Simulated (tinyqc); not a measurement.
Worked calculation: Hubbard chain of 4 sites. Computed by tinyqc, a small Python program that keeps every step. Settings: hopping = 1.78, U = 11.6, mixing = 1, iteration cap = 87. Command: `OMP_NUM_THREADS=1 python tinyqc.py 29933 29934 out.jsonl` (the two numbers bound the seeds that draw the settings). One thread of a shared host (Intel(R) Xeon(R) Processor @ 2.60GHz), about 0.2 s of CPU time with the checks.

one-body matrix (hopping and site energies) (eV), lower triangle:
```
           1          2          3         4
1   0.000000
2  -1.780000   0.000000
3   0.000000  -1.780000   0.000000
4   0.000000   0.000000  -1.780000  0.000000
```

U = 11.600000 eV

electrons, up and down: 2  1

n(up) at the start (a guess, not normalised): 1 0.550000, 2 0.450000, 3 0.550000, 4 0.450000

n(down) at the start (a guess): 1 0.200000, 2 0.300000, 3 0.200000, 4 0.300000

Each step fills the lowest levels of T + U n(other spin) and sets n(new) = n + mixing (n(out) - n); stop when output and input agree to 1e-8.

Course of the cycle:
```
iteration       E (eV)  largest |n(out) - n(in)|  mean |n_up - n_down|
1          -1.16920547                  1.46e-01              0.284554
2          -0.69382462                  3.21e-01              0.331932
3          -1.03955743                  4.91e-01              0.485474
4           3.50466819                  7.57e-01              0.288956
5           0.58087987                  7.67e-01              0.415546
6           5.60372669                  9.36e-01              0.327047
7           1.49369481                  9.36e-01              0.349819
8           5.77361709                  9.38e-01              0.322422
9           1.53268553                  9.38e-01              0.339938
10          5.90031831                  9.37e-01              0.316760
11          1.54318932                  9.37e-01              0.332333
...                ...                       ...                   ...
77          1.80922953                  9.34e-01              0.250000
78          7.01326148                  9.34e-01              0.270396
79          1.80987273                  9.34e-01              0.250000
80          7.01416994                  9.34e-01              0.270353
81          1.81043017                  9.34e-01              0.250000
82          7.01495495                  9.34e-01              0.270316
83          1.81091320                  9.34e-01              0.250000
84          7.01563346                  9.34e-01              0.270283
85          1.81133172                  9.34e-01              0.250000
86          7.01622005                  9.34e-01              0.270255
87          1.81169432                  9.34e-01              0.250000
```

Can the last value be used, and what does the course show?

Not by the stop rule. Not converged within 87 iterations: the residual has stopped falling: the iteration swings between two states. The lowest mean-field energy found from random starts is -3.12609 eV. Reruns (cap 100 unless said): mixing 0.2: not converged; mixing 0.5: not converged; mixing 0.9: not converged; the original settings with a cap of 400: not converged.
